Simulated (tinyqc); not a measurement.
# p-type polysilicon, carrier trapping at grain boundaries: effect of the doping

One-dimensional grains of size Lg, uniform ionised doping N, monovalent traps Qt at each boundary at a depth Et below (for electrons) or above (for holes) the band edge there, abrupt depletion of width W on each side of a boundary, Boltzmann statistics. xi is the distance from the band edge at the grain centre to the Fermi level. Trapped charge Qt/(1 + exp((xi + VB - Et)/Vt)) = 2 N W, barrier VB = q N W^2/(2 eps0 eps_r).

If the trap equation with xi = Vt ln(NB/N) has a root W < Lg/2, the grain is partly depleted; otherwise W = Lg/2 and the trap equation gives xi = Et - VB + Vt ln(Qt/(N Lg) - 1). N* = Qt/Lg. n0 = NB exp(-xi/Vt); mean density n0 (1 - 2 W/Lg) by charge balance in a partly depleted grain, and n0 (sqrt(pi)/2) erf(u)/u with u = sqrt(VB/Vt) in a fully depleted one; v = sqrt(kB T/(2 pi ms m0)); barrier resistivity Vt exp(VB/Vt)/(q fe n0 v Lg); grain resistivity (1 - 2 W/Lg)/(q n0 mug); effective mobility 1/(q mean density total resistivity). Rows with xi above 0.45 V, towards mid-gap, are left out, since the other carrier type is ignored.

Inputs (values chosen for the exercise); values of the order met in polycrystalline silicon:
```
symbol,value,unit,meaning
T,300,K,temperature
eps_r,11.7,,relative permittivity
NB,2.65e19,cm^-3,valence-band density of states at T
Lg,63,nm,grain size
Qt,2.8e12,cm^-2,trap density of a grain boundary
Et,0.48,eV,depth of the trap level from the majority band edge at the boundary
ms,0.26,m0,mass for thermionic emission
fe,1,,correction factor of the emission rate
mug,240,cm^2/(V s),mobility inside the grains
```

Constants: q = 1.602176634e-19 C, kB = 1.380649e-23 J/K, m0 = 9.1093837015e-31 kg, Vt = kB T/q, eps0 = 8.8541878128e-14 F/cm where lengths are in cm. Results are converted to the units shown.

Effect of the doping:

| N (cm^-3) | N/N* | depleted share 2 W/Lg | VB (V) | xi (V) | mean density (cm^-3) | resistivity (ohm cm) | effective mobility (cm^2/(V s)) |
|---|---|---|---|---|---|---|---|
| 1.6e17 | 0.3600 | 1.000 | 0.1228 | 0.3721 | 6.032e12 | 3.771e4 | 27.44 |
| 3e17 | 0.6750 | 1.000 | 0.2302 | 0.2309 | 1.039e15 | 1.021e4 | 0.5880 |
| 5.8e17 | 1.305 | 0.7600 | 0.2571 | 0.09880 | 1.392e17 | 174.4 | 0.2572 |
| 1.1e18 | 2.475 | 0.4040 | 0.1378 | 0.08226 | 6.556e17 | 0.9246 | 10.30 |
| 2.2e18 | 4.950 | 0.2020 | 0.06889 | 0.06434 | 1.756e18 | 0.04114 | 86.43 |
| 4.1e18 | 9.225 | 0.1084 | 0.03697 | 0.04824 | 3.656e18 | 0.01060 | 161.0 |
| 8e18 | 18.00 | 0.05556 | 0.01895 | 0.03096 | 7.556e18 | 0.004333 | 190.6 |

What does the table show?

As N goes from 1.6e17 to 8e18, VB goes from 0.123 through a maximum of 0.257 (at N = 5.8e17 among the rows listed) to 0.0189 V, the resistivity falls from 37700 to 0.00433 ohm cm and the effective mobility goes from 27.4 through a minimum of 0.257 (at N = 5.8e17 among the rows listed) to 191 cm^2/(V s). The steepest fall of the resistivity among the rows, as N^(-8.2), lies between N = 5.8e17 and 1.1e18 cm^-3; N* = 4.44e17 cm^-3. While the grain is fully depleted VB grows as N; once the traps are full it falls as 1/N. For N = 2.2e18, 4.1e18, 8e18 xi is under 2.5 Vt, where Boltzmann statistics begin to fail. For N = 8e18 VB is below Vt, where abrupt depletion and thermionic emission are rough. For N = 5.8e17 the grain is near the changeover between partial and full depletion, within a few Debye lengths, where both limits are rough.

tinyqc, about 0.01 s, one thread, Intel Xeon 2.30GHz (shared host): `OMP_NUM_THREADS=1 python tinyqc.py 2830023 2830024 out.jsonl`
